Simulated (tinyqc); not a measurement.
Worked calculation: tight binding, kagome lattice. One step of it, computed by the program tinyqc.

Task: Levels at K. Diagonalise the Hermitian matrix.

H(k) at K (eV), lower triangle (Hermitian):
```
                     A                    B         C
A             0.000000
B  -0.540000-0.935307i             0.000000
C  -0.540000+0.935307i  -0.540000-0.935307i  0.000000
```

Give: eigenvalues.

Result:

eigenvalues (eV): -1.0800  -1.0800  2.1600
